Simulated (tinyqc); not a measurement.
A ladder of methods, and size consistency: correlation methods against full CI in the sto-6g basis, for BeH2, spin multiplicity 1. Computed by the program tinyqc with PySCF. 

Geometry (angstrom):

| atom | x | y | z |
|---|---|---|---|
| Be | 0.0000 | 0.0000 | 0.0000 |
| H | 0.0000 | 1.3580 | 0.0290 |
| H | 0.0000 | -1.3580 | 0.0290 |

RHF energy of one = -15.721683 hartree

All electrons correlated; +Q is the Davidson correction (1 - c0^2) E_corr. The last columns treat two copies 100 angstrom apart as one system. FCI is the lowest singlet.

Correlation energies (hartree):

| method | E_corr of one | share of FCI (%) | E_corr of two at 100 angstrom | two minus twice one (mhartree) |
|---|---|---|---|---|
| MP2 | -0.02406 | 65.999 | -0.04812 | 0.000 |
| CISD | -0.03564 | 97.770 | -0.06944 | 1.847 |
| CISD+Q | -0.03662 | 100.445 | -0.07294 | 0.297 |
| CCSD | -0.03605 | 98.876 | -0.07210 | 0.000 |
| CCSD(T) | -0.03626 | 99.471 | -0.07253 | 0.000 |
| FCI | -0.03646 | 100.000 | - | - |

MP2 recovers 66 %, CISD 97.8 % and CCSD 98.9 % of the FCI value (c0^2 = 0.973 in CISD). MP2 and coupled cluster are size consistent, so their last column vanishes; CISD loses 1.85 mhartree, since a double excitation on each copy is a quadruple of the pair, and the Davidson correction leaves +0.30.
